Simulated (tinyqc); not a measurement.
# One-dimensional ballistic tunnel FET, two-band WKB: what changes with what

A p-type source for x < 0 with its Fermi level at 0 and its valence edge at ds; in the channel the bands fall as D exp(-x/lam) towards their flat values, with the conduction edge at Ec = ds - dP and D = dP + Eg. The gate moves dP one to one. The drain Fermi level lies at -Vd and the drain side reflects nothing. For w = E - Ec between 0 and dP an electron crosses the gap. Two-band dispersion with equal masses m: inside the gap kappa = sqrt(m u (1 - u/Eg)/C), u the distance from a band edge, C = hbar^2/(2 m0).

Parameters, values chosen for the exercise; band and dielectric values close to those of In0.53Ga0.47As: temperature T = 300 K; band gap Eg = 0.744 eV; band-edge mass of the two-band model m = 0.039 m0; screening length of the source junction lam = 5.1 nm; source valence edge above the source Fermi level ds = 0.08 eV; drain bias Vd = 0.1 V; number of degenerate subbands (spin apart) g = 1; tunnelling window Ev(source) - Ec(channel) dP = 0.23 eV.

Constants: q = 1.602176634e-19 C, kB = 1.380649e-23 J/K, hbar = 1.054571817e-34 J s, h = 6.62607015e-34 J s, m0 = 9.1093837015e-31 kg, Vt = kB T/q, hbar^2/(2 m0) = 0.0380998212 eV nm^2. Results are converted to the units shown.

Each table varies one quantity; the others keep the values above.

## Transfer curve and swing

S(w) = 2 lam int_0^Eg kappa(u) du/(w + Eg - u) = 2 pi lam sqrt(m/(C Eg)) [w + Eg/2 - sqrt(w (w + Eg))], T(w) = exp(-S). I = g (2 q^2/h) int_0^dP T(w) [f(E) - f(E + Vd)] dw, E = ds - dP + w, f(x) = 1/(1 + exp(x/Vt)). Swing = d(dP)/d(log10 I).

Results:
```
dP (eV)  T(w = dP)    I (uA)  swing (mV/decade)
0.0094    1.406e-5  2.429e-7              10.15
0.014     2.402e-5  5.946e-7              13.60
0.021     4.506e-5  1.644e-6              18.22
0.03      8.420e-5  4.457e-6              23.47
0.045     1.857e-4  1.585e-5              31.16
0.066     4.212e-4  6.121e-5              40.66
0.14      0.002426  0.001358              73.29
0.21      0.006397  0.007975              113.9
0.31       0.01578   0.03773              193.4
```

Estimate the missing row, dP = 0.097 eV.

Computed row:
```
dP (eV)  T(w = dP)    I (uA)  swing (mV/decade)
0.097     0.001015  2.804e-4              53.73
```

With this row back in the table: I rises from 2.43e-7 to 0.0377 uA and the swing rises from 10.2 to 193 mV/decade. The thermionic limit is Vt ln 10 = 59.5 mV/decade; the swing stays under it up to dP = 0.097 eV among the rows, where I is 2.80e-4 uA, 0.74 % of the last row. Leakage below the onset is not in the model.

## Output curve

Same model as above.

Results:
```
Vd (V)    I (uA)
0.02    0.003974
0.09     0.01125
0.16     0.01279
0.24     0.01296
0.31     0.01297
0.45     0.01297
0.53     0.01297
0.6      0.01297
```

Estimate the missing row, Vd = 0.38 V.

Computed row:
```
Vd (V)   I (uA)
0.38    0.01297
```

With this row back in the table: I rises from 0.00397 to 0.0130 uA; it reaches 95 % of the last value at Vd = 0.16 V among the rows. The drain Fermi level passes the channel conduction edge at Vd = dP - ds = 0.150 V, after which the back flow dies out. The window dP is held fixed.

## Effect of the band gap with the mass tied to it

Same model as above.

The mass follows the gap, m = 0.039 Eg/0.744 eV.

Effect of the band gap with the mass tied to it:
```
Eg (eV)  T(w = dP)    I (uA)  swing (mV/decade)
0.2         0.5581     2.623              352.1
0.37        0.1948    0.5976              214.3
0.54       0.05101    0.1086              160.9
0.71       0.01098   0.01713              132.1
0.89      0.001847  0.002171              112.9
1.06      3.059e-4  2.852e-4              100.3
1.23      4.632e-5  3.522e-5              90.89
1.4       6.513e-6  4.133e-6              83.50
```

What does the comparison show?

T(w = dP) falls from 0.558 to 6.51e-6 and I falls from 2.62 to 4.13e-6 uA; the swing falls from 352 to 83.5 mV/decade. With m/Eg fixed, S depends on the gap only through w + Eg/2 - sqrt(w (w + Eg)). For Eg = 0.2, 0.37 S at w = dP is below 2, where a WKB prefactor of 1 is a rough guess.

## Effect of the source degeneracy

Same model as above.

Effect of the source degeneracy:
```
ds (eV)    I (uA)  swing (mV/decade)
-0.05     0.01972              188.7
0         0.02484              171.6
0.05      0.01763              145.8
0.1      0.008302              116.0
0.15     0.002815              89.83
0.2      6.771e-4              71.21
0.25     1.195e-4              62.01
0.3      1.807e-5              59.55
```

What does the table show?

I goes from 0.0197 through a maximum of 0.0248 (at ds = 0 eV among the rows listed) to 1.81e-5 uA, and the swing falls from 189 to 59.6 mV/decade. Once ds exceeds dP = 0.23 eV the whole window lies above the source Fermi level, in its thermal tail, and I falls with ds. The screening length is held fixed, though doping would change it.

Numbers from tinyqc (`OMP_NUM_THREADS=1 python tinyqc.py 2620164 2620165 out.jsonl`; about 0.01 s on one thread of a shared Intel Xeon 2.30GHz).
